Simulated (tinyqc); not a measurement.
Worked calculation: RHF in the 6-31g basis, for H2, spin multiplicity 1. Computed by tinyqc, a small Python program that keeps every step (integrals from PySCF). Settings: charge = 0, multiplicity = 1, basis = 6-31g, energy threshold = 1e-10, iteration cap = 69, orthogonalisation = symmetric, start = atomic densities, DIIS depth = 6, DIIS from iteration = 2, method = RHF. Command: `OMP_NUM_THREADS=1 python tinyqc.py 26499 26500 out.jsonl` (the two numbers bound the seeds that draw the settings). One thread of a shared host (Intel(R) Xeon(R) Processor @ 2.60GHz), about 0.05 s of CPU time with the checks.

Geometry (angstrom):
```
atom         x         y         z
H     0.000000  0.000000  0.000000
H     0.000000  0.000000  0.929000
```

Stop when the energy changes by less than 1e-10 hartree and every element of the error matrix X^T (F D S - S D F) X is below 3e-06.

Course of the cycle:
```
iteration  E (hartree)     change  largest element of the error matrix
1          -0.76894758          -                             7.89e-02
2          -1.10677908  -3.38e-01                             1.48e-02
3          -1.10713740  -3.58e-04                             2.26e-03
4          -1.10714591  -8.51e-06                             7.19e-07
5          -1.10714591  -7.16e-13                             2.97e-07
```

Can the last value be used, and what does the course show?

Yes. Converged in 5 iterations. PySCF RHF in the same basis = -1.10714591 hartree.
